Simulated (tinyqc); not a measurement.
Time-dependent dielectric breakdown: cell percolation, Weibull statistics, area scaling and voltage extrapolation: one step, computed by the program tinyqc. Command: `OMP_NUM_THREADS=1 python tinyqc.py 3017131 3017132 out.jsonl tddb walk`. One thread of a shared host (Intel(R) Xeon(R) Processor @ 2.30GHz), about 0.01 s of CPU time with the checks.

The oxide is divided into columns of area a^2, each holding m = t_ox/a cells (m is taken as continuous). A share lambda(t) = (t/t_1)^alpha of the cells is defective, and a column whose cells are all defective breaks down.

Problem. Projection to use conditions. All three voltage laws share the slope n at the stress voltage. Factor t(V_u)/t(V): E law exp(n (1 - V_u/V)); 1/E law exp(n (V/V_u - 1)); power law (V/V_u)^n. Temperatures in kelvin are T(C) + 273.15. Temperature factor exp[(E_a/k_B)(1/T_u - 1/T)]; area factor (A/A_u)^(1/beta); percentile factor (-ln(1 - F))^(1/beta); life = t63 x all four; 1 year = 3.15576e7 s.

Inputs (values chosen for the exercise, for a model gate oxide):

| quantity | value | unit |
|---|---|---|
| test area A | 500 | um^2 |
| product area A_u | 3e+06 | um^2 |
| stress voltage V | 2.71 | V |
| use voltage V_u | 1.1 | V |
| local exponent n = -d ln t/d ln V at the stress voltage | 38 | - |
| activation energy E_a | 0.65 | eV |
| stress temperature T | 105 | C |
| use temperature T_u | 85 | C |
| allowed failure fraction F | 1e-05 | - |

Voltage law used: power.

Weibull slope beta = 1.243011

characteristic life t63 = 1697.213 s

Constants: k_B = 8.617333262e-05 eV/K.

Give: voltage factor; temperature factor; area factor; percentile factor; projected life.

Solution.

voltage factor = 7.584e+14

temperature factor = 3.046

area factor = 9.130e-04

percentile factor = 9.495e-05

projected life = 10772 years

Area and percentile together cost 7.1 decades, voltage and temperature return 15.4; a ten-year target is met. Caution: t_1 is an input here; in a real oxide it changes with thickness at fixed voltage. Caution: a voltage factor of more than nine decades rests wholly on the chosen law and cannot be tested.
